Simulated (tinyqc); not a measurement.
# Contact resistivity and sheet resistance from two contact lengths

Question. Rc = [sqrt(rc Rsh)/Wc] coth(Lc/(2 LT)), LT = sqrt(rc/Rsh), Wc = 60 nm; the second contact is twice as long as the first. Find LT, rc and Rsh.

Rc for Lc = 40 and 80 nm (ohm): 184.990723  137.092192

Answer. With t = tanh(Lc/(2 LT)) for the shorter contact, the resistance of the longer over that of the shorter is (1 + t^2)/2. Then sqrt(rc Rsh) = Rc t Wc, and rc and Rsh follow by multiplying and dividing by LT.

LT = 23.35 nm
rc = 1.800e-9 ohm cm^2
Rsh = 330.0 ohm

Computed by the program tinyqc: `OMP_NUM_THREADS=1 python tinyqc.py 2170136 2170137 out.jsonl`, one thread of a shared Intel Xeon 2.30GHz, about 0.09 s for the whole run.
